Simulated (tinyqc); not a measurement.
Amplitude against the length of the filling pulse.

In DLTS the amplitude of the capacitance transient follows the share of traps filled by the pulse. In the neutral layer an empty trap fills as 1 - exp(-tp/tc), tc = 1/(sn vth(T) Nd), vth(T) = vth (T/300 K)^0.5; emission during the pulse and slow capture at the depletion edge are neglected.

Parameters, values chosen for the exercise:
- vth = 2e7 cm/s (thermal velocity at 300 K)
- Nd = 3.4e15 cm^-3 (shallow donor density)
- sn = 8.9e-16 cm^2 (capture cross-section)
- T = 167 K (temperature of the transient)

Result of one run:
```
tp (s),tp/tc,amplitude over its full value,ln(1 - that)
2.1e-8,0.94823,0.61258,-0.94823
```

What becomes of these results when the pulse length tp is changed from 2.1e-8 to 1e-7 s, all else the same?

Result of the changed run:
```
tp (s),tp/tc,amplitude over its full value,ln(1 - that)
1e-7,4.5154,0.98906,-4.5154
```

The whole series:
```
tp (s),tp/tc,amplitude over its full value,ln(1 - that)
1.5e-9,0.067731,0.065488,-0.067731
2.6e-9,0.11740,0.11077,-0.11740
4.4e-9,0.19868,0.18019,-0.19868
7.4e-9,0.33414,0.28405,-0.33414
1.2e-8,0.54185,0.41833,-0.54185
2.1e-8,0.94823,0.61258,-0.94823
3.5e-8,1.5804,0.79411,-1.5804
6e-8,2.7092,0.93341,-2.7092
1e-7,4.5154,0.98906,-4.5154
1.7e-7,7.6762,0.99954,-7.6762
```

The amplitude rises from 0.0655 to 1.00 of its full value. The last column is linear in tp with slope -1/tc, tc = 2.21e-8 s, which gives the cross-section from Nd and vth, independently of the Arrhenius intercept; 99 % filling needs 1.02e-7 s.

Numbers from tinyqc (`OMP_NUM_THREADS=1 python tinyqc.py 2050104 2050105 out.jsonl`; about 0.01 s on one thread of a shared Intel Xeon 2.30GHz).
